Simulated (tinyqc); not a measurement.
Choosing the offset: vacuum evaporation: vapour pressure, source flux, thickness distribution, purity and step coverage. Computed by tinyqc, a small Python program. Command: `OMP_NUM_THREADS=1 python tinyqc.py 3112780 3112781 out.jsonl evap walk`. One thread of a shared host (Intel(R) Xeon(R) Processor @ 2.30GHz), about 0.01 s of CPU time with the checks.

Molecular flow, unit sticking of the metal, no re-evaporation. The background gas is taken as water vapour (18.015 g/mol, collision diameter 0.37 nm) at 300 K.

Inputs (values chosen for the exercise, modelled on silver, with constants for the liquid): directionality n = 3; source-to-wafer distance h = 42 cm; wafer radius R = 2.5 cm.

Method. Rotating wafer, source offset by s and facing upwards: thickness at radius r is the mean over the angle a of (1 + (r^2 + s^2 - 2 r s cos a)/h^2)^(-(n + 3)/2), by 360 equal steps; non-uniformity (max - min)/(max + min) over 21 radii from 0 to R. The curvature at the centre vanishes at s/h = sqrt(2/(n + 3)).

Against the offset:
```
s/h  centre thickness  edge over centre  non-uniformity (%)
0.0            1.0000            0.9894             0.53052
0.2            0.8890            0.9914             0.43205
0.4            0.6407            0.9959             0.20606
0.5            0.5120            0.9983             0.08607
0.6            0.3975            1.0004             0.02177
0.7            0.3023            1.0022             0.11126
0.8            0.2267            1.0036             0.18060
0.9            0.1686            1.0046             0.23090
1.1            0.0926            1.0057             0.28538
```

The best row, s/h = 0.6, has 0.022 % against 0.53 % on the axis, at the price of a rate lower by a factor 2.52; the small-wafer optimum is sqrt(2/(n + 3)) = 0.58.

Extremes, crossings and ranges named in words are read from the listed rows.
